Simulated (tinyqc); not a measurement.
# Resistive memory cell, filament-gap model with Joule heating: effects of single changes

A tunnelling gap g separates the tip of a filament from the electrode. I = I0 exp(-g/g0) sinh(Vd/V0), with Vd = V - I Rs on the device; T = T0 + Rth Vd I at once; the gap closes as dg/dt = -nu exp(-q Ea/(kB T)) sinh(al q Vd/(kB T)). All constants are fitting values of a compact model.

Values chosen for this exercise:
- T0 = 358 K (ambient temperature)
- I0 = 0.46 mA (current scale)
- g0 = 0.32 nm (tunnelling length)
- V0 = 0.49 V (voltage scale)
- nu = 10 m/s (attempt velocity)
- Ea = 1.07 eV (activation energy)
- al = 0.25 (barrier lowering per volt on the device)
- Rth = 4.6e5 K/W (thermal resistance)
- Rs = 2000 ohm (series resistance)
- gi = 1.8 nm (gap at the start)
- gf = 0.5 nm (gap that counts as set)
- V = 2.74 V (pulse voltage)

Constants: q = 1.602176634e-19 C, kB = 1.380649e-23 J/K. Results are converted to the units shown.

Each table varies one quantity; the others keep the values above.

## The course of a set pulse

For each gap Vd is solved self-consistently; the time to reach g is the integral of dg/|dg/dt| from g to gi.

Results:

| g (nm) | Vd (V) | I (uA) | T (K) | -dg/dt (nm/ns) | time (ns) |
|---|---|---|---|---|---|
| 1.61 | 2.365 | 187.4 | 561.9 | 2.544e-4 | 921.4 |
| 1.43 | 2.235 | 252.4 | 617.5 | 3.364e-4 | 1532 |
| 1.24 | 2.078 | 331.2 | 674.5 | 3.847e-4 | 2053 |
| 0.87 | 1.722 | 509.0 | 761.2 | 2.916e-4 | 3094 |
| 0.69 | 1.531 | 604.5 | 783.7 | 1.904e-4 | 3851 |
| 0.5 | 1.320 | 709.9 | 789.1 | 9.399e-5 | 5266 |

Estimate the missing row, g = 1.06 nm.

Computed row:

| g (nm) | Vd (V) | I (uA) | T (K) | -dg/dt (nm/ns) | time (ns) |
|---|---|---|---|---|---|
| 1.06 | 1.912 | 414.2 | 722.2 | 3.691e-4 | 2524 |

With this row back in the table: As the gap closes from 1.61 to 0.5 nm, the current rises from 187 to 710 uA, Vd falls from 2.37 to 1.32 V, T rises from 562 to 789 K and the rate goes from 2.54e-4 through a maximum of 3.85e-4 (at g = 1.24 nm among the rows listed) to 9.40e-5 nm/ns. Heating first speeds the set up, then the series resistance takes the voltage away and slows it. The first row takes 17 % of the whole time.

## Effect of the thermal resistance on the set time

Same model as above.

The set time is the integral of dg/|dg/dt| from gf to gi, with Vd solved for each gap; the second column repeats it with Rth = 0.

Effect of the thermal resistance on the set time:

| Rth (K/W) | set time (s) | without heating (s) | higher T of the two ends (K) | I at gf (uA) |
|---|---|---|---|---|
| 23000 | 0.1613 | 0.5844 | 379.6 | 709.9 |
| 46000 | 0.05148 | 0.5844 | 401.1 | 709.9 |
| 90000 | 0.008063 | 0.5844 | 442.3 | 709.9 |
| 1.8e5 | 4.853e-4 | 0.5844 | 526.7 | 709.9 |
| 3.5e5 | 1.953e-5 | 0.5844 | 686.0 | 709.9 |
| 7e5 | 7.811e-7 | 0.5844 | 1014 | 709.9 |

What does the comparison show?

As Rth goes from 23000 to 7e5 K/W, the set time falls from 0.161 to 7.81e-7 s, a span of 5.3 decades; heating shortens it by a factor of 3.62 in the first row and 7.48e5 in the last. At Rth = 7e5 K/W T passes 900 K, where the filament itself would change.

## Effect of the ambient temperature on the set time

Same model as above.

Effect of the ambient temperature on the set time:

| T0 (K) | set time (s) | without heating (s) | higher T of the two ends (K) | I at gf (uA) |
|---|---|---|---|---|
| 250 | 3.822e-5 | 1.279e4 | 681.1 | 709.9 |
| 280 | 2.003e-5 | 362.2 | 711.1 | 709.9 |
| 310 | 1.141e-5 | 20.67 | 741.1 | 709.9 |
| 340 | 6.928e-6 | 1.973 | 771.1 | 709.9 |
| 370 | 4.427e-6 | 0.2778 | 801.1 | 709.9 |
| 400 | 2.950e-6 | 0.05282 | 831.1 | 709.9 |
| 430 | 2.036e-6 | 0.01273 | 861.1 | 709.9 |

What does the comparison show?

As T0 goes from 250 to 430 K, the set time falls from 3.82e-5 to 2.04e-6 s, a span of 1.3 decades; heating shortens it by a factor of 3.35e8 in the first row and 6260 in the last.

Computed by the program tinyqc: `OMP_NUM_THREADS=1 python tinyqc.py 2880131 2880132 out.jsonl`, one thread of a shared Intel Xeon 2.30GHz, about 0.1 s for the whole run.
